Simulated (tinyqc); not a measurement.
Hot carriers by balance equations with a heated Maxwellian: one step, computed by the program tinyqc. Command: `OMP_NUM_THREADS=1 python tinyqc.py 3012940 3012941 out.jsonl hot walk`. One thread of a shared host (Intel(R) Xeon(R) Processor @ 2.30GHz), about 0.01 s of CPU time with the checks.

The carriers follow a Maxwellian at an electron temperature T_e, slightly displaced; the drift energy is neglected against k_B T_e. The balance averages the rate, not the time, so mu_0 lies below the relaxation-time value.

Problem. First iteration. Parabolic band: E = hbar^2 k^2/(2 m), speed v = hbar k/m, states per spin, volume and energy g(E) = m k/(2 pi^2 hbar^2). Masses are multiplied by m_0 and all formulas are in SI units. Phonon occupation N_q = 1/(exp(hbar w/(k_B T)) - 1). Acoustic deformation potential (elastic, equipartition, absorption and emission together): 1/tau = 2 pi k_B T D_A^2 g(E)/(hbar rho v_l^2). Optical or intervalley deformation potential: 1/tau = (pi Z_f D_o^2/(rho w)) [N_q g(E + hbar w) + (N_q + 1) g(E - hbar w)], with g = 0 below the band edge. Averages over the Maxwellian, <y> = int y x^(1/2) exp(-x) dx / int x^(1/2) exp(-x) dx with x = E/(k_B T_e), split at x_0 = hbar w/(k_B T_e): 64 Gauss-Legendre points in sqrt(x) below it and 128 in sqrt(x - x_0) above it, up to x = 32. Momentum balance: mu(T_e) = e/(m nu), nu = <x (sum of rates)>/<x>. Power lost per carrier: P(T_e) = hbar w <emission rate - absorption rate> + <(2 m v_l^2/(k_B T)) (E - 2 k_B T) acoustic rate>. Fixed point: T_out = T + (T_e - T) e mu(T_e) F^2/P(T_e), T_new = T_e + mixing (T_out - T_e). Start at T_e = 1.5 T.

Inputs (values chosen for the exercise, for a model non-polar semiconductor):
```
quantity                                          value       unit
effective mass m                                  0.862        m_0
density rho                                        2980     kg/m^3
sound velocity v_l                                12000        m/s
acoustic deformation potential D_A                   11         eV
phonon energy hbar w                                 54        meV
optical or intervalley deformation potential D_o      5  1e8 eV/cm
final valleys Z_f                                     5          -
lattice temperature T                               300          K
electric field F                                     18      kV/cm
mixing                                              0.4          -
```

Band: parabolic. Solver: damped fixed point.

Constants: k_B = 8.617333262e-05 eV/K; k_B = 1.380649e-23 J/K; e = 1.602176634e-19 C; hbar = 1.054571817e-34 J s; m_0 = 9.1093837015e-31 kg; hbar = 6.582119569e-16 eV s.

Give: mu at the start; P at the start; new T_e.

Solution.

mu at the start = 77.19 cm^2/(V s)

P at the start = 1.865e+11 eV/s

new T_e = 398.0 K
